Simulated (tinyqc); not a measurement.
Inside a calculation. Method: RKS/B3LYP (VWN-RPA form) in the sto-6g basis, for B+, spin multiplicity 1. One step of it, computed by the program tinyqc.

Question. Iteration 2: building the Kohn-Sham matrix. J_ij = sum D_kl (ij|kl), K_ij = sum D_kl (ik|jl); F = H + J - 0.1 K + V_xc; E = tr D H + tr D J / 2 - 0.05 tr D K + E_xc + E_nn.

D after iteration 1:
```
            1B 1s      1B 2s    1B 2px    1B 2py    1B 2pz
1B 1s    2.150925  -0.569761  0.000000  0.000000  0.000000
1B 2s   -0.569761   2.150925  0.000000  0.000000  0.000000
1B 2px   0.000000   0.000000  0.000000  0.000000  0.000000
1B 2py   0.000000   0.000000  0.000000  0.000000  0.000000
1B 2pz   0.000000   0.000000  0.000000  0.000000  0.000000
```

core Hamiltonian H = T + V (hartree):
```
             1B 1s      1B 2s     1B 2px     1B 2py     1B 2pz
1B 1s   -12.444477  -3.078069   0.000000   0.000000   0.000000
1B 2s    -3.078069  -3.375648   0.000000   0.000000   0.000000
1B 2px    0.000000   0.000000  -2.624950   0.000000   0.000000
1B 2py    0.000000   0.000000   0.000000  -2.624950   0.000000
1B 2pz    0.000000   0.000000   0.000000   0.000000  -2.624950
```

Two-electron integrals (ij|kl) in chemists' order, unique and non-zero (hartree):
```
(11|11) 2.924993   (21|11) 0.480756   (21|21) 0.099484   (22|11) 0.743449
(22|21) 0.188967   (22|22) 0.544922   (31|31) 0.021096   (32|31) 0.030854
(32|32) 0.120443   (33|11) 0.743450   (33|21) 0.188967   (33|22) 0.544922
(33|33) 0.587109   (41|41) 0.021096   (42|41) 0.030854   (42|42) 0.120443
(43|43) 0.031641   (44|11) 0.743450   (44|21) 0.188967   (44|22) 0.544922
(44|33) 0.523827   (44|44) 0.587109   (51|51) 0.021096   (52|51) 0.030854
(52|52) 0.120443   (53|53) 0.031641   (54|54) 0.031641   (55|11) 0.743450
(55|21) 0.188967   (55|22) 0.544922   (55|33) 0.523827   (55|44) 0.523827
(55|55) 0.587109
```

nuclear repulsion = 0 hartree

V_xc (hartree):
```
            1B 1s      1B 2s     1B 2px     1B 2py     1B 2pz
1B 1s   -1.538169  -0.207756   0.000000   0.000000   0.000000
1B 2s   -0.207756  -0.323311   0.000000   0.000000   0.000000
1B 2px   0.000000   0.000000  -0.323336   0.000000   0.000000
1B 2py   0.000000   0.000000   0.000000  -0.323336   0.000000
1B 2pz   0.000000   0.000000   0.000000   0.000000  -0.323336
```

E_xc = sum of w rho eps_xc = -2.95337352 hartree

Give: Coulomb J; exchange K; Kohn-Sham matrix F; total energy of this density.

Answer.

Coulomb J (hartree):
```
         1B 1s   1B 2s  1B 2px  1B 2py  1B 2pz
1B 1s   7.3427  1.3272  0.0000  0.0000  0.0000
1B 2s   1.3272  2.5559  0.0000  0.0000  0.0000
1B 2px  0.0000  0.0000  2.5559  0.0000  0.0000
1B 2py  0.0000  0.0000  0.0000  2.5559  0.0000
1B 2pz  0.0000  0.0000  0.0000  0.0000  2.5559
```

exchange K (hartree):
```
         1B 1s   1B 2s  1B 2px  1B 2py  1B 2pz
1B 1s   5.9576  0.9603  0.0000  0.0000  0.0000
1B 2s   0.9603  1.1707  0.0000  0.0000  0.0000
1B 2px  0.0000  0.0000  0.2693  0.0000  0.0000
1B 2py  0.0000  0.0000  0.0000  0.2693  0.0000
1B 2pz  0.0000  0.0000  0.0000  0.0000  0.2693
```

Kohn-Sham matrix F (hartree):
```
          1B 1s    1B 2s   1B 2px   1B 2py   1B 2pz
1B 1s   -7.2357  -2.0547   0.0000   0.0000   0.0000
1B 2s   -2.0547  -1.2602   0.0000   0.0000   0.0000
1B 2px   0.0000   0.0000  -0.4194   0.0000   0.0000
1B 2py   0.0000   0.0000   0.0000  -0.4194   0.0000
1B 2pz   0.0000   0.0000   0.0000   0.0000  -0.4194
```

total energy of this density = -24.296281 hartree
